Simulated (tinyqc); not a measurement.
A particle near a wafer in liquid: double-layer and van der Waals forces (DLVO), deposition barrier and removal. Changing the particle radius R. Computed by tinyqc, a small Python program. Command: `OMP_NUM_THREADS=1 python tinyqc.py 3113880 3113881 out.jsonl dlvo sweep`. One thread of a shared host (Intel(R) Xeon(R) Processor @ 2.30GHz), about 0.01 s of CPU time with the checks.

Sphere and flat wall, Derjaguin approximation, constant potentials in the linear-superposition form, no retardation and no hydration force.

Inputs (values chosen for the exercise, of the order of those for silica on copper in water):
```
quantity,value,unit
Hamaker constant A,2.9e-20,J
potential of the particle psi_1,-14,mV
potential of the wafer psi_2,-46,mV
salt concentration c,0.14,mol/L
valence z of the symmetric salt,2,-
temperature T,298,K
dielectric constant of the liquid,78.4,-
contact distance h0,0.4,nm
contact radius over R,0.11,-
viscosity,0.94,mPa s
```

Constants: e = 1.602176634e-19 C; N_A = 6.02214076e+23 1/mol; eps_0 = 8.8541878128e-12 F/m; k_B = 1.380649e-23 J/K; k_B = 8.617333262e-05 eV/K.

Method. kappa^2 = 2 z^2 e^2 N_A (1000 c)/(eps eps_0 k_B T); gamma_i = tanh(z e psi_i/(4 k_B T)); Z = 64 pi eps eps_0 (k_B T/(z e))^2 gamma_1 gamma_2. Adhesion F_a = A R/(6 h0^2) [1 + a^2/(R h0)] - kappa Z R exp(-kappa h0), a the contact radius. Drag in a shear flow F_d = 1.7 x 6 pi mu R^2 G, acting at 1.4 R; rolling starts when 1.4 R F_d = a F_a. Wall shear stress = mu G.

One run for each value:
```
particle radius R (nm),wall shear stress for rolling (Pa),net adhesion F_a (pN),kappa R
5,15083,1.538e+02,1.231e+01
11,8078,3.986e+02,2.708e+01
22,5159,1.018e+03,5.417e+01
47,3607,3.249e+03,1.157e+02
100,2883,1.176e+04,2.462e+02
210,2546,4.580e+04,5.170e+02
450,2383,1.968e+05,1.108e+03
950,2308,8.496e+05,2.339e+03
2000,2273,3.708e+06,4.924e+03
```

Over the rows, wall shear stress for rolling (Pa) falls from 15100 to 2270 (exponent d ln y / d ln x -0.79 between the first rows and -0.021 between the last); net adhesion F_a (pN) rises from 154 to 3.71e6 (exponent d ln y / d ln x 1.2 between the first rows and 2.0 between the last); kappa R rises from 12.3 to 4920 (exponent d ln y / d ln x about 1.00 throughout). At the high end the exponent of wall shear stress for rolling is -0.02, close to 0: the flattened contact adds adhesion as R^2. The smallest particle needs 6.64 times the shear stress of the largest.

Extremes, crossings and ranges named in words are read from the listed rows.
